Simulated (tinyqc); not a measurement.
Capacitance measurement on a leaky thin oxide: effects of series resistance and leakage: one step of the calculation.

The device is a capacitance C in parallel with a leakage conductance G, in series with Rs and Ls. An impedance meter reports either a parallel pair (Cp, Gp) from Y = 1/Z = Gp + i w Cp or a series pair (Cs, Rm) from Z = Rm + 1/(i w Cs); w = 2 pi f, dissipation D = Gp/(w |Cp|).

Problem. True capacitance and conductance. EOT = 3.9 tox/eox; CET = EOT + zc + zp; C = 3.9 eps0 A/CET; G = Jg A/Vs.

Parameters, values chosen for the exercise; values of the order met in thin-oxide MOS capacitors:
- eox = 22.2 (relative permittivity of the gate insulator (close to hafnium oxide))
- tox = 9.6 nm (insulator thickness)
- A = 10000 um^2 (gate area)
- zc = 0.39 nm (oxide-equivalent thickness added by the accumulation layer)
- zp = 0 nm (oxide-equivalent thickness added by gate depletion)
- Jg = 8.9 A/cm^2 (gate leakage current density, not matched to the thickness)
- Vs = 0.3 V (voltage for an e-fold rise of the leakage)

Constants: eps0 = 8.8541878128e-14 F/cm where lengths are in cm. Results are converted to the units shown.

Find: EOT; CET; C; G.

Solution.

EOT = 1.6865 nm
CET = 2.0765 nm
C = 166.30 pF
G = 2966.7 uS

Computed by the program tinyqc: `OMP_NUM_THREADS=1 python tinyqc.py 2022096 2022097 out.jsonl`, one thread of a shared Intel Xeon 2.30GHz, about 0.01 s for the whole run.
